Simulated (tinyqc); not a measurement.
Thickness series: Landau-Devonshire theory of a uniaxial ferroelectric. Computed by tinyqc, a small Python program. Command: `OMP_NUM_THREADS=1 python tinyqc.py 3026981 3026982 out.jsonl ferro walk`. One thread of a shared host (Intel(R) Xeon(R) Processor @ 2.30GHz), about 0.01 s of CPU time with the checks.

G(P) = (alpha/2) P^2 + (beta*/4) P^4 + (gamma/6) P^6 - E P per volume, SI units, one domain, P along the polar axis.

Inputs (values chosen for the exercise, for a model ferroelectric): alpha_0 = 1.45e+06 J m/(C^2 K); Curie-Weiss temperature T0 = 710 K; beta = 1.13e+09 J m^5/C^4; gamma = 2.76e+10 J m^9/C^6; temperature T = 673 K; film thickness d = 6.4 nm; screening length lambda = 0.015 nm; background permittivity eps_b = 5; series capacitance C_d = 3.6 microfarad/cm^2.

Sample: free crystal.

Constants: eps_0 = 8.8541878128e-12 F/m.

Method:
- alpha = alpha_0 (T - T0*), T0* = T0, beta* = beta.
- Ps^2 = [-beta* + sqrt(beta*^2 - 4 alpha gamma)]/(2 gamma).
- chi = 1/(eps_0 G''), G'' = alpha + 3 beta* P^2 + 5 gamma P^4 at Ps. Ps, chi and the coercive field are for perfect screening, without a depolarising field. The intrinsic coercive field is |alpha P + beta* P^3 + gamma P^5| at the P_c where G'' = 0. 1 C/m^2 = 100 microcoulomb/cm^2.
- Between shorted electrodes with screening length lambda each, the depolarising field is -k P, k = 2 lambda/(eps_0 (d + 2 lambda eps_b)), so alpha turns into alpha + k.
- The polar state is the lowest uniform state while alpha + k < 0 (beta* > 0) or < 3 beta*^2/(16 gamma) (beta* < 0); setting the equality gives the critical thickness d_c.
- Domains are left out, though they can pre-empt both the loss of P and the state at P = 0. The second and third columns are for the shorted capacitor, polar only where it is the lowest uniform state: alpha + k < 0 (beta* > 0) or < 3 beta*^2/(16 gamma) (beta* < 0). The last column is another circuit, the film in series with C_d at P = 0: 1/C = (alpha d)/(1 + alpha eps_0 eps_b) + 1/C_d, and P = 0 is locally stable while 1/C > 0; a dash marks the rest.

alpha = -5.36500e+07 J m/C^2

beta* = 1.13e+09 J m^5/C^4

critical thickness d_c = 63.0043 nm

spontaneous polarisation Ps = 16.7746 microcoulomb/cm^2

Against thickness:
```
d (nm)  P (microcoulomb/cm^2)  depolarising field (MV/m)  C of the stack / C_d
1                       0.000                     0.0000                1.0019
2                       0.000                     0.0000                1.0039
3                       0.000                     0.0000                1.0058
5                       0.000                     0.0000                1.0098
8                       0.000                     0.0000                1.0157
15                      0.000                     0.0000                1.0299
30                      0.000                     0.0000                1.0617
60                      0.000                     0.0000                1.1314
150                    13.726                     3.0973                1.4092
```

What does the comparison show, and why?

The polar state appears between 60 and 150 nm (d_c = 63.0 nm), and at 150 nm P is 81.8 % of Ps. The stack exceeds C_d wherever it is stable, up to 1.41 times: the ferroelectric held at P = 0 acts as a negative capacitance.

Extremes, crossings and ranges named in words are read from the listed rows.
